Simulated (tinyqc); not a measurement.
# Deformation potential from the mobility gain

Problem. Tension X along [100] raises the x valleys by D = Xu (s11 - s12) X against the y and z valleys. Their share is f = w/(w + 2), w = exp(-D/Vt), and for current along [100] mu/mu0 = [f/ml + (1 - f)/mt]/[(1/ml + 2/mt)/3]. Find f, D and Xu.

Parameters, values chosen for the exercise; values close to those of silicon: temperature T = 273 K; compliance s11 = 7.91 1/TPa; compliance s12 = -2.17 1/TPa; longitudinal mass ml = 0.93 m0; transverse mass mt = 0.183 m0.

Constants: q = 1.602176634e-19 C, kB = 1.380649e-23 J/K, Vt = kB T/q. Results are converted to the units shown.

mu/mu0 = 1.36480055
X = 1700 MPa

Answer. The gain is linear in f; w = 2 f/(1 - f).

f = 7.642e-4
D = 152.5 meV
Xu = 8.900 eV

Numbers from tinyqc (`OMP_NUM_THREADS=1 python tinyqc.py 2530063 2530064 out.jsonl`; about 0.01 s on one thread of a shared Intel Xeon 2.30GHz).
